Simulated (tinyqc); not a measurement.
# Image-sensor pixel with a pinned photodiode, signal and noise, step by step

tinyqc, about 0.01 s, one thread, Intel Xeon 2.30GHz (shared host): `OMP_NUM_THREADS=1 python tinyqc.py 2630127 2630128 out.jsonl` Printed values are rounded.

A buried n layer between a heavily doped p+ surface layer and a p layer is emptied into a floating diffusion, read through a source follower with correlated double sampling (reset noise cancelled). One-dimensional abrupt junctions; no blooming, lag or crosstalk.

Inputs (values chosen for the exercise); material values close to those of silicon:
- T = 293 K (temperature)
- Eg = 1.14 eV (band gap)
- eps_r = 11.9 (relative permittivity of the semiconductor)
- Nc = 2.7e19 cm^-3 (conduction-band density of states at T)
- Nv = 2.54e19 cm^-3 (valence-band density of states at T)
- A = 2.7 um^2 (photodiode area)
- Nn = 6.7e16 cm^-3 (doping of the buried n layer)
- a = 300 nm (thickness of that layer)
- Np = 3.3e15 cm^-3 (doping of the p layer below)
- Vb = 0.8 V (built-in voltage)
- Cf = 1.7 fF (floating-diffusion capacitance)
- dV = 0.7 V (usable swing of the floating diffusion)
- As = 0.81 (source-follower gain)
- vn = 130 uV (read noise at the output)
- al = 0.133 1/um (absorption coefficient (light near 750 nm))
- Rf = 0.06 (optical loss before the silicon)
- x1 = 0.15 um (dead layer)
- x2 = 6 um (depth of collection)
- tg = 0.012 s (generation lifetime)
- Wd = 1.9 um (depleted depth)
- Jd = 1.6e7 x 1e-20 cm^4/s (diffusion dark flux per ni^2)
- pr = 1.1 % (gain non-uniformity)
- ti = 33 ms (exposure)
- Ph = 130 (photons on the photodiode per exposure)

Constants: q = 1.602176634e-19 C, kB = 1.380649e-23 J/K, Vt = kB T/q, eps0 = 8.8541878128e-14 F/cm where lengths are in cm. Results are converted to the units shown.

## Pinning voltage and diode capacity

With k = 1 + Nn/Np, the two depletion regions meet at depth x = a sqrt(k)/(1 + sqrt(k)) from the p+ side; pinning voltage Vp = q Nn x^2/(2 eps0 eps_r) - Vb. Electrons in the diode at zero bias: Nn A [a - x0 (1 + 1/sqrt(k))], x0 = sqrt(2 eps0 eps_r Vb/(q Nn)).

k = 21.3030
x = 246.577 nm
Vp = 2.29716 V
diode capacity = 26688.2 electrons

## Full well, conversion gain and read noise

Floating-diffusion limit Cf dV/q; full well FW is the smaller of the two; conversion gain CG = q As/Cf; read noise in electrons vn/CG. Reset noise sqrt(kB T Cf)/q is listed for comparison.

floating-diffusion limit = 7427.40 electrons
FW = 7427.40 electrons
CG = 76.3390 uV/electron
read noise = 1.70293 electrons
reset noise = 16.3678 electrons

The floating diffusion limits the full well. Without double sampling the reset noise would be 9.61 times the read noise.

## Quantum efficiency and dark current

QE = (1 - Rf)[exp(-al x1) - exp(-al x2)]. ni = sqrt(Nc Nv) exp(-Eg/(2 Vt)), Eg in volts; dark rates ni Wd A/tg (generation) and Jd ni^2 A (diffusion).

QE = 0.498218
ni = 4.10915e9 cm^-3
generation rate = 1.75666 electrons/s
diffusion rate = 0.0729437 electrons/s

Of the light that enters, 2.0 % is lost in the dead layer and 45 % passes the collecting depth.

## Noise budget

Signal S = QE Ph; variance = S + dark rate x ti + (read noise)^2 + (pr S)^2; SNR = 20 log10(S/noise); dynamic range 20 log10(FW/noise at S = 0).

S = 64.7683 electrons
variances (electrons^2): photon shot 64.7683, dark shot 0.0603770, read 2.89997, non-uniformity 0.507588
noise = 8.26053 electrons
SNR = 17.8871 dB
dynamic range = 72.7033 dB

The largest part, 94.9 % of the variance, is photon shot noise.
